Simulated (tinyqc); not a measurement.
Short-channel transistor, virtual-source model with series resistance: two steps of the calculation.

The current per gate width is the charge at the top of the source barrier (the virtual source) times its velocity times a saturation function; al and be are fitting constants of the model. Units: I in uA/um, Rs in ohm um, so I Rs = 1e-6 I Rs in volts; Q in uC/cm^2, so I = 1e-4 Q vx0 Fsat with vx0 in cm/s.

Parameters, values chosen for the exercise: temperature T = 300 K; inversion capacitance Cinv = 1.56 uF/cm^2; velocity at the virtual source vx0 = 1.73e7 cm/s; apparent mobility mu = 80 cm^2/(V s); channel length L = 45 nm; threshold at zero drain voltage VT0 = 0.366 V; drain-induced barrier lowering dl = 0.188 V/V; subthreshold factor n0 = 1.36; growth of n with drain voltage nd = 0 1/V; threshold shift (in units of Vt) from weak to strong inversion al = 3.5; sharpness of saturation be = 2; series resistance of each contact Rs = 200 ohm um; gate voltage Vgs = 0.6 V; drain voltage Vds = 0.6 V.

Constants: q = 1.602176634e-19 C, kB = 1.380649e-23 J/K, Vt = kB T/q. Results are converted to the units shown.

Question 1. Current through the series resistance. Intrinsic voltages Vg' = Vgs - I Rs, Vd' = Vds - 2 I Rs. n = n0 + nd Vd', VT = VT0 - dl Vd', Ff = 1/(1 + exp((Vg' - VT + al Vt/2)/(al Vt))), Q = Cinv n Vt ln(1 + exp((Vg' - VT + al Vt Ff)/(n Vt))), Vdsat = (vx0 L/mu)(1 - Ff) + Vt Ff, Fsat = u/(1 + u^be)^(1/be) with u = Vd'/Vdsat, and I(out) = Q vx0 Fsat per width. (Fsat takes the sign of u.) I(new) = I + 0.3 (I(out) - I).

I after iteration 1 = 149.22395 uA/um

Wanted: Vg'; Vd'; VT; Ff; Q; Vdsat; Fsat; I(out); I after iteration 2.

Answer 1.

Vg' = 0.57016 V
Vd' = 0.54031 V
VT = 0.26442 V
Ff = 0.020254
Q = 0.47981 uC/cm^2
Vdsat = 0.95394 V
Fsat = 0.49284
I(out) = 409.09 uA/um
I after iteration 2 = 227.18 uA/um

Question 2. What the series resistance costs. n = n0 + nd Vd', VT = VT0 - dl Vd', Ff = 1/(1 + exp((Vg' - VT + al Vt/2)/(al Vt))), Q = Cinv n Vt ln(1 + exp((Vg' - VT + al Vt Ff)/(n Vt))), Vdsat = (vx0 L/mu)(1 - Ff) + Vt Ff, Fsat = u/(1 + u^be)^(1/be) with u = Vd'/Vdsat, and I = Q vx0 Fsat per width. I0 is the current for Rs = 0. Effective velocity I/Q; transit time L Q/I.

converged I = 317.81207 uA/um
I0 = 497.41318 uA/um

Give: loss against I0; effective velocity; transit time.

Answer 2.

loss against I0 = 36.11 %
effective velocity = 7.765e6 cm/s
transit time = 0.5796 ps

tinyqc, about 0.02 s, one thread, Intel Xeon 2.30GHz (shared host): `OMP_NUM_THREADS=1 python tinyqc.py 2380120 2380121 out.jsonl`
